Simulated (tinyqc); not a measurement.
Inside a calculation: band gaps under pressure and temperature from deformation potentials. Values are carried at full precision from step to step, so a last printed digit may differ when a step is redone from the rounded ones.

Murnaghan: V/V0 = (1 + Bp P/B0)^(-1/Bp), B0 = (C11 + 2 C12)/3. Each gap moves by a ln(V/V0) with its volume potential a, and falls with temperature by aV T^2/(T + bV) (Varshni); the two effects are added. No change of phase is considered.

Inputs chosen for the exercise (near those of GaAs, the X and L potentials typical of such crystals; the results hold for these values, not for the real material): C11 = 121.3 GPa; C12 = 56.5 GPa; Bp = 4.06 (pressure derivative of the bulk modulus); P = 0.7 GPa (pressure); Eg = 1.534 eV (gap at Gamma to the s-like level at 0 K, 0 GPa); EgX = 1.991 eV (gap to X at 0 K, 0 GPa); EgL = 1.789 eV (gap to L at 0 K, 0 GPa); aG = -8.46 eV (volume potential of the Gamma gap); aX = 2.13 eV (volume potential of the X gap); aL = -3.1 eV (volume potential of the L gap); aV = (0.546, 0.48, 0.583) meV/K (Varshni alpha of Gamma, X, L); bV = (195, 212, 191) K (Varshni beta of Gamma, X, L); T = 300 K (temperature); aT = 5.8 1e-6/K (linear thermal expansion near 300 K).

## Volume under pressure

Give B0, V/V0, ln(V/V0), the change of the lattice constant and the linear estimate -P/B0.

B0 = 78.10 GPa
V/V0 = 0.99123
ln(V/V0) = -0.00880
change of a = -0.293 %
-P/B0 = -0.00896

The stiffening under pressure makes the compression 1.8 % smaller than the linear estimate.

## Gaps at P and T

Give both shifts and the gaps.

pressure shifts (eV): Gamma 0.0745, X -0.0188, L 0.0273

temperature shifts (eV): Gamma -0.0993, X -0.0844, L -0.1069

gaps (eV): Gamma 1.5092, X 1.8879, L 1.7094

The lowest valley is Gamma (direct gap), 200 meV below L; at 0 K and 0 GPa it is Gamma.

## Pressure coefficients

Expand in P: E = E0 + c1 P + c2 P^2 with c1 = -a/B0 and c2 = a Bp/(2 B0^2).

c1 (meV/GPa): Gamma 108.32, X -27.27, L 39.69

c2 (meV/GPa^2): Gamma -2.816, X 0.709, L -1.032

Gamma and L rise under pressure and X falls, as the signs of the volume potentials say.

## Pressures at which the valleys cross

Two gaps meet at ln(V/V0) = -(E_i - E_j)/(a_i - a_j), with the gaps at T and P = 0; then P = (B0/Bp)(exp(-Bp ln(V/V0)) - 1). A dash marks expansion or a compression beyond ln(V/V0) = -0.3.

Crossings:
```
pair     E_i - E_j (eV)  ln(V/V0)  P (GPa)
Gamma-X         -0.4719   -0.0446     3.81
Gamma-L         -0.2474   -0.0462     3.96
L-X             -0.2245   -0.0429     3.66
```

The lowest valley changes at 3.81 GPa (Gamma to X).

## How much of dE/dT is thermal expansion

At 300 K: dE/dT = -aV T (T + 2 bV)/(T + bV)^2; expansion alone gives 3 aT a; the rest is electron-phonon coupling.

dE/dT (meV/K): Gamma -0.4613, X -0.3977, L -0.4948

from expansion (meV/K): Gamma -0.1472, X 0.0371, L -0.0539

remainder (meV/K): Gamma -0.3141, X -0.4348, L -0.4408

Expansion supplies 32 % of the slope at Gamma and 11 % at L; at X it works against the fall.

## Checks

- Slope of the Gamma gap at P = 0 by finite differences against c1 (meV/GPa): both 108.32.

Computed by tinyqc, a small Python program: `OMP_NUM_THREADS=1 python tinyqc.py 1051049 1051050 out.jsonl` (the numbers bound the seed that draws the inputs); one thread of a shared host (Intel(R) Xeon(R) Processor @ 2.30GHz), about 0.01 s for the whole set of steps.
